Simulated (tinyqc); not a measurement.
Which mechanism rules? Model: leakage currents through a thin dielectric. Computed by tinyqc, a small Python program. Command: `OMP_NUM_THREADS=1 python tinyqc.py 3011098 3011099 out.jsonl leak walk`. One thread of a shared host (Intel(R) Xeon(R) Processor @ 2.30GHz), about 0.01 s of CPU time with the checks.

Electrons leave an electrode with Fermi energy E_F above its band bottom; barriers are counted from the Fermi level, and both electrodes are alike.

Inputs (values chosen for the exercise, modelled on Ta2O5):
```
quantity                           value  unit
barrier height phi_B               0.828    eV
tunnelling mass m                    0.3   m_0
optical permittivity k_o            4.38     -
trap depth phi_t                    0.89    eV
Poole-Frenkel prefactor sigma_0  0.00017  S/cm
thickness t                          8.4    nm
electrode Fermi energy E_F          0.14    eV
electrode mass m_e                   0.3   m_0
voltage V                            2.8     V
temperature T                        200     K
```

Stack: single layer.

Constants: e = 1.602176634e-19 C; eps_0 = 8.8541878128e-12 F/m; k_B = 8.617333262e-05 eV/K; m_0 = 9.1093837015e-31 kg; k_B = 1.380649e-23 J/K; h = 6.62607015e-34 J s; hbar = 1.054571817e-34 J s.

Method:
- Field F = V/t; equivalent oxide thickness 3.9 t/k.
- WKB: a layer of mass m, field F and barrier b(x) = b_0 - e F x gives the exponent (4 sqrt(2 m)/(3 hbar e F)) [b_0^(3/2) - max(b_0 - e F t, 0)^(3/2)] for b_0 > 0; b_0 = barrier - (E - E_F); the transmission is D(E) = exp(-sum of exponents), without image force.
- Tsu-Esaki: J = (e m_e k_B T/(2 pi^2 hbar^3)) int D(E) ln[(1 + exp((E_F - E)/k_B T))/(1 + exp((E_F - eV - E)/k_B T))] dE over the normal energy E (its change with the mass at an interface is neglected) from max(0, E_F - 3 eV) to E_F + largest barrier, by 100 Gauss-Legendre points in each part, split at E_F - 0.3 eV (if inside the range) and E_F + 8 k_B T.
- Schottky emission J = A T^2 exp(-(phi_B - sqrt(e^3 F/(4 pi k_o eps_0)))/k_B T), A = 4 pi e m k_B^2/h^3 with the tunnelling mass; Poole-Frenkel J = sigma_0 F exp(-(phi_t - sqrt(e^3 F/(pi k_o eps_0)))/k_B T); both use the field F of the dielectric.

Current densities (A/cm^2):
```
V (V)  F (MV/cm)  tunnelling    Schottky  Poole-Frenkel
0.56      0.6667  9.0772e-09  1.0589e-11     1.2260e-13
0.98      1.1667  2.5360e-04  1.6958e-10     5.5021e-11
1.40      1.6667  3.6045e-01  1.5590e-09     6.6431e-09
2.00      2.3810  7.8925e+01  2.2101e-08     1.9072e-06
2.40      2.8571  6.8119e+02  1.0407e-07     5.0743e-05
2.80      3.3333  3.2372e+03  4.3262e-07     1.0231e-03
3.40      4.0476  1.7142e+04  3.0656e-06     6.2382e-02
4.20      5.0000  7.6459e+04  3.2425e-05     8.6209e+00
```

What does the comparison show, and why?

The largest current is tunnelling from 0.560 to 4.20 V. Over the table tunnelling grows by 12.9 decades, Schottky by 6.5 and Poole-Frenkel by 13.8. A plot of ln(J/F) against sqrt(F) for the Poole-Frenkel column has the slope 21.04 per sqrt(MV/cm), from which k_o follows; reading it as Schottky emission would give about k_o/4.

Extremes, crossings and ranges named in words are read from the listed rows.
